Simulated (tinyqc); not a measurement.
# Input admittance of a MOSFET at zero drain bias: distributed channel and distributed gate: two studies

Source and drain grounded, strong inversion, w = 2 pi f, Cox = eps0 eox/tox. The channel is an RC line of resistance 1/(mu Cox Vo) per square fed from both ends, so one finger has the intrinsic admittance y = i w Cox L tanh(g)/g per width, g = (1/2) sqrt(i w tau), tau = L^2/(mu Vo). The vertical resistance rv/L is in series with y, the overlaps 2 i w Cov in parallel: y_t = 1/(1/y + rv/L) + 2 i w Cov. The gate strip is a line of Rsh/L per length loaded by y_t, so a finger has Y = y_t Wf tanh(k)/k, k = (Wf/sd) sqrt(y_t Rsh/L); the device has Nf Y.

Values chosen for this exercise; values of the order met in silicon radio-frequency transistors:
- eox = 3.9 (relative permittivity of the gate insulator (close to silicon dioxide))
- tox = 1.7 nm (insulator thickness)
- L = 0.096 um (channel length)
- Wf = 3.9 um (finger width)
- Nf = 64 (number of fingers)
- mu = 250 cm^2/(V s) (channel mobility)
- Vo = 0.54 V (gate overdrive)
- Rsh = 9 ohm/square (sheet resistance of the gate)
- rv = 7.7 ohm um^2 (vertical resistivity of the gate stack)
- sd = 1 (number of ends at which a finger is contacted)
- Cov = 0.38 fF/um (overlap and fringe capacitance on each side)
- f = 22 GHz (frequency)

Constants: eps0 = 8.8541878128e-14 F/cm where lengths are in cm. Results are converted to the units shown.

Each table varies one quantity; the others keep the values above.

## Input impedance against frequency

Low-frequency limits, with c = Cox L and ct = c + 2 Cov: R_strip = Rsh Wf/(3 sd^2 L Nf), R_ch = (c/ct)^2 L/(12 mu Cox Vo Wf Nf), R_vert = (c/ct)^2 rv/(L Wf Nf), C = ct Wf Nf. Z = 1/(Nf Y) = R + 1/(i w C), Q = |Im Z|/R, far-point signal |1/cosh k|.

The same in every row: low-frequency R (ohm) = 2.131.

Input impedance against frequency:
```
f (GHz)     w tau      |k|  R (ohm)  C (fF)       Q  signal at the far point
0.2      8.579e-4  0.06969    2.131   676.4   552.0                    1.000
0.5      0.002145   0.1102    2.131   676.4   220.8                    1.000
1        0.004289   0.1558    2.131   676.4   110.4                   0.9999
3         0.01287   0.2699    2.131   676.3   36.81                   0.9995
8         0.03431   0.4407    2.131   675.8   13.82                   0.9961
20        0.08579   0.6967    2.127   672.8   5.560                   0.9765
50         0.2145    1.101    2.107   654.9   2.307                   0.8747
100        0.4289    1.552    2.041   603.1   1.293                   0.6646
300         1.287    2.606    1.690   412.6  0.7606                   0.2555
```

What does the comparison show?

R falls from 2.13 to 1.69 ohm and C falls from 676 to 413 fF. Q goes as f^(-1.00) between the first two rows and f^(-0.48) between the last two, where w tau = 1.29 and |k| = 2.61. The low-frequency limits hold both R and C within 5 % up to f = 50 GHz among the rows.

## Dividing a fixed width into fingers

Total width Wf Nf = 250 um; each finger also has a contact resistance Rc at each contacted end, which adds Rc/(sd Nf). The resistances are low-frequency limits, good while |k| is below about 1; the far-point signal is |1/cosh k| at f, without Rc.

The same in every row: R_ch + R_vert (ohm) = 0.2265.

Dividing a fixed width into fingers:
```
Nf   Wf (um)  R_strip (ohm)  Rc/(sd Nf) for Rc = 30 ohm (ohm)  sum (ohm)  signal at the far point
1      250.0           7812                             30.00       7843                5.820e-15
2      125.0           1953                             15.00       1968                 1.079e-7
4      62.50          488.3                             7.500      496.0                 4.645e-4
8      31.25          122.1                             3.750      126.0                  0.03048
16     15.62          30.52                             1.875      32.62                   0.2491
32     7.812          7.629                            0.9375      8.793                   0.7400
64     3.906          1.907                            0.4688      2.603                   0.9716
128    1.953         0.4768                            0.2344     0.9377                   0.9971
```

R_strip falls as 1/Nf^2, from 7810 to 0.477 ohm, the contact term as 1/Nf, and R_ch + R_vert stays at 0.227 ohm since the total width is fixed. The sum stays over 1.5 times that floor in every row. More fingers add wiring capacitance, which is left out.

Program tinyqc, `OMP_NUM_THREADS=1 python tinyqc.py 2262015 2262016 out.jsonl`; Intel Xeon 2.30GHz, shared host, one thread, about 0.01 s.
